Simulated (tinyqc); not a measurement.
AlGaN/GaN HEMT with access regions, lumped model: two steps of the calculation.

A polarisation-induced electron sheet under a Schottky gate, in series with two ungated access regions and contacts. Drift law v = mu E/(1 + mu E/vs) under the gate. Currents in mA/mm, resistances in ohm mm. No self-heating, no channel-length modulation; fits for polarisation, barrier and offset are chosen for the exercise.

Parameters, values chosen for the exercise; values close to those of AlGaN/GaN structures:
```
symbol  value        unit                                               meaning
x        0.35                                    aluminium share of the barrier
d          12          nm                                     barrier thickness
eps_r       9                      relative permittivity of barrier and channel
mu       1100  cm^2/(V s)                                      channel mobility
vs      1.4e7        cm/s                                   saturation velocity
Lg          1          um                                           gate length
Ls          2          um                                  source access length
Ld          8          um                                   drain access length
Rc        0.2      ohm mm                            resistance of each contact
ft          0              share of the drain-access electrons removed by traps
Vg          0           V                                          gate voltage
Vd          2           V                                         drain voltage
```

Constants: q = 1.602176634e-19 C, eps0 = 8.8541878128e-14 F/cm where lengths are in cm. Results are converted to the units shown.

Task 1. Polarisation charge, threshold and sheet resistance. sigma = (5e13 x + 1.6e13 x^2) cm^-2, phiB = 0.84 + 1.3 x, dEc = 0.7 (1.71 x + x^2) in volts, Cb = eps0 eps_r/d, VT = phiB - dEc - q sigma/Cb, access density n0 = -Cb VT/q. Rsh = 1/(q mu n0); largest access current q n0 vs.

Wanted: sigma; Cb; VT; n0; Rsh; q n0 vs.

Result 1.

sigma = 1.9460e13 cm^-2
Cb = 0.66406 uF/cm^2
VT = -3.9048 V
n0 = 1.6184e13 cm^-2
Rsh = 350.59 ohm
q n0 vs = 3630.2 mA/mm

Task 2. Drain current. Access resistance R(L, n) = L/(q mu n sqrt(1 - (I/(q n vs))^2)); Rs = Rc + R(Ls, n0), Rd = Rc + R(Ld, (1 - ft) n0). Vg' = Vg - I Rs, Vd' = Vd - I (Rs + Rd); with u = Vg' - VT, Vc = vs Lg/mu and w the smaller of Vd' and Vc [sqrt(1 + 2 u/Vc) - 1] (0 if negative), the channel gives (mu Cb/Lg)(u w - w^2/2)/(1 + w/Vc). I(new) = I + 0.2 (channel current - I).

I at the start = 360 mA/mm
VT = -3.9047826 V
Cb = 0.66406409 uF/cm^2
n0 = 1.6184395e13 cm^-2

Give: Rs; Rd; Vg'; Vd'; channel current; I after iteration 1.

Result 2.

Rs = 0.90465 ohm mm
Rd = 3.0186 ohm mm
Vg' = -0.32568 V
Vd' = 0.58762 V
channel current = 964.75 mA/mm
I after iteration 1 = 480.95 mA/mm

Computed by the program tinyqc: `OMP_NUM_THREADS=1 python tinyqc.py 2570040 2570041 out.jsonl`, one thread of a shared Intel Xeon 2.30GHz, about 0.02 s for the whole run.
